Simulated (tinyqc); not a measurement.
What moves the results: thin-body film or fin with hard walls, valleys of the Si type. A value that a table varies takes the place of the one given here.

Six ellipsoidal valleys with their long axes along the cube axes, mass ml along the axis and mt across it. For a valley whose axis makes the angle theta with the surface normal, 1/m_z = cos^2(theta)/ml + sin^2(theta)/mt sets the confinement; in the plane the masses are m_1 = mt and m_2 = ml mt/m_z, and m_d = sqrt(m_1 m_2).

A film of thickness t between hard walls, flat band inside: E_n = c (n pi/t)^2/m_z above the bulk edge, c = hbar^2/2m0. Without degeneracy the sheet density is N2 exp((EF - Ec)/kB T) with N2 = sum_i g m_d/(2 pi c) kB T exp(-E_i/kB T) over n = 1 to 40 of each group; a classical film has t Nc with Nc = 2 g_all (m_dos kB T/(4 pi c))^(3/2), m_dos = (ml mt^2)^(1/3). The threshold shift is dVt = kB T ln(t Nc/N2).

Constants: hbar^2/2m0 = 3.80998211 eV angstrom^2; kB = 8.617333262e-05 eV/K.

Values chosen for the exercise (near those of Si; not measured data):
```
symbol  value                      unit      meaning
ml      0.905                      m0        longitudinal mass
mt      0.191                      m0        transverse mass
face    100                                  face of the film or side wall of the fin
T       300                        K         temperature
g_all   6                                    number of valleys
ts      (24, 32, 45, 60, 90, 130)  angstrom  thicknesses
Vox     1.69                       eV        barrier of an HfO2-like oxide
mox     0.19                       m0        mass in the oxide
t       50                         angstrom  body thickness
```

## Thinning the body

Valleys (masses in m0):
```
valleys g,cos^2(theta),m_z,m_1,m_2,m_d
2,1.00000,0.90500,0.19100,0.19100,0.19100
4,0.00000,0.19100,0.19100,0.90500,0.41576
```

For each t: the lowest level E1, the share of its group, dVt, the sensitivity |dE1/dt| = 2 E1/t, and E1 for finite barriers from k t + 2 atan[(k/m_z)/(kappa/mox)] = pi with k = sqrt(m_z E/c), kappa = sqrt(mox (Vox - E)/c).

Results:
```
t (angstrom),E1 (eV),share of its group (%),dVt (mV),|dE1/dt| (meV/angstrom),"E1, finite barrier (meV)"
24,0.0721,100.0,84.1,6.01,64.0
32,0.0406,98.8,59.5,2.54,37.1
45,0.0205,83.0,41.6,0.91,19.3
60,0.0115,61.1,27.9,0.38,11.0
90,0.0051,45.2,15.4,0.11,5.0
130,0.0025,39.9,9.6,0.04,2.4
```

dVt falls from 84 mV at 24 angstrom to 9.6 mV at 130. E1 exceeds kB T = 25.9 meV up to 32 angstrom of those listed. In the thinnest film dVt differs from E1/e by +12 mV, which comes from the count of states. The sensitivity goes as 1/t^3, so one angstrom of roughness moves E1 by 6.0 meV at the thin end and 0.04 meV at the thick end. Hard walls overestimate E1 by 13 % and 2 % at the two ends.

## Which face

The same thickness on four faces; m_1 and m_2 are the in-plane masses of the lowest group.

Results:
```
face,valleys of lowest,m_z,E1 (eV),share (%),dVt (mV),m_1,m_2
(100),2,0.9050,0.0166,74.5,36.4,0.191,0.191
(110),4,0.3154,0.0477,83.9,42.5,0.191,0.548
(111),6,0.2592,0.0580,100.0,44.4,0.191,0.667
(211),2,0.4029,0.0373,55.4,42.3,0.191,0.429
```

The threshold shift is smallest on (100) (36.4 mV) and largest on (111) (44.4 mV). The lowest E1 belongs to (100), the same face: the heavy m_z outweighs the smaller number of valleys. Since m_z m_1 m_2 = ml mt^2 on every face, a heavy confinement mass comes with light masses in the plane.

## What each parameter does

E1 is the lowest level, and the share is that of its group in N2. Each row changes one parameter from the base and keeps the others.

Results:
```
case,E1 (eV),share (%),dVt (mV),Nc (1e19/cm^3)
base,0.0166,74.5,36.4,2.736
t = 56 angstrom,0.0132,65.8,30.9,2.736
T = 270 K,0.0166,78.8,35.1,2.336
ml = 0.815 m0,0.0185,73.6,37.2,2.596
mt = 0.172 m0,0.0166,79.5,38.0,2.464
```

The largest shifts from the base row, up to three for each result and ties (the steps differ in size, so this ranks the rows, not the parameters). E1 (eV): t -0.0034, ml +0.0018; unchanged at the printed digits by T and mt. share (%): t -8.8, mt +5.0, T +4.3. dVt (mV): t -5.4, mt +1.7, T -1.3. Nc (1e19/cm^3): T -0.400, mt -0.272, ml -0.140; unchanged at the printed digits by t.

tinyqc: `OMP_NUM_THREADS=1 python tinyqc.py 1281667 1281668 out.jsonl`; about 0.01 s, one thread, shared Intel(R) Xeon(R) Processor @ 2.30GHz.
